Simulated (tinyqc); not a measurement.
Frequency dispersion of an accumulation capacitance by border traps, distributed model: two steps of the calculation.

Traps spread evenly through the insulator exchange electrons with the semiconductor by tunnelling, with tau(x) = t0 exp(2 ka x) at depth x from the interface. The admittance per area Y seen at depth x obeys dY/dx = -Y^2/(i w eps0 eox) + q Nb ln(1 + i w tau)/tau, with Y(0) = i w Cs and w = 2 pi f; the gate sees Y(tox) = G + i w C. Working variable y = Y/(i w), in uF/cm^2. Cox = eps0 eox/tox.

Inputs (values chosen for the exercise); permittivity close to that of aluminium oxide:

| symbol | value | unit | meaning |
|---|---|---|---|
| eox | 8.87 |  | relative permittivity of the insulator |
| tox | 5.5 | nm | insulator thickness |
| Cs | 1.4 | uF/cm^2 | semiconductor capacitance in accumulation |
| Nb | 5.3e19 | cm^-3 eV^-1 | density of border traps |
| ka | 3.1 | 1/nm | decay constant of the wave function in the insulator |
| t0 | 8e-9 | s | time constant of a trap at the interface |
| f | 1e6 | Hz | frequency |
| xe | 1.3 | nm | depth down to which the steps are taken |

Constants: q = 1.602176634e-19 C, eps0 = 8.8541878128e-14 F/cm where lengths are in cm. Results are converted to the units shown.

Problem 1. Scales and lumped estimate. Cox; trap-free value 1/(1/Cox + 1/Cs); response depth d = ln(1/(w t0))/(2 ka), where w tau = 1; lumped estimate: all traps within d act as C_bt = q Nb d placed at d/2, so C = 1/{1/[1/(1/Cs + d/(2 eps0 eox)) + C_bt] + (tox - d/2)/(eps0 eox)}.

Find: Cox; trap-free C; d; C_bt; lumped C.

Solution 1.

Cox = 1.4279 uF/cm^2
trap-free C = 0.70692 uF/cm^2
d = 0.48233 nm
C_bt = 0.40957 uF/cm^2
lumped C = 0.80618 uF/cm^2

The traps within reach amount to 0.293 Cs and lie in the first 8.77 % of the insulator.

Problem 2. Capacitance and conductance at the gate. Beyond xe the traps are ignored, so 1/y(tox) = 1/y(xe) + (tox - xe)/(eps0 eox); C = Re y, G/w = -Im y, loss tangent G/(w C).

y at xe = 1.5264858-0.1580183i uF/cm^2

Wanted: y at the gate; C; G/w; loss tangent.

Solution 2.

y at the gate = 0.84264-0.04779i uF/cm^2
C = 0.84264 uF/cm^2
G/w = 0.047794 uF/cm^2
loss tangent = 0.056719

tinyqc, about 0.4 s, one thread, Intel Xeon 2.30GHz (shared host): `OMP_NUM_THREADS=1 python tinyqc.py 2202036 2202037 out.jsonl`
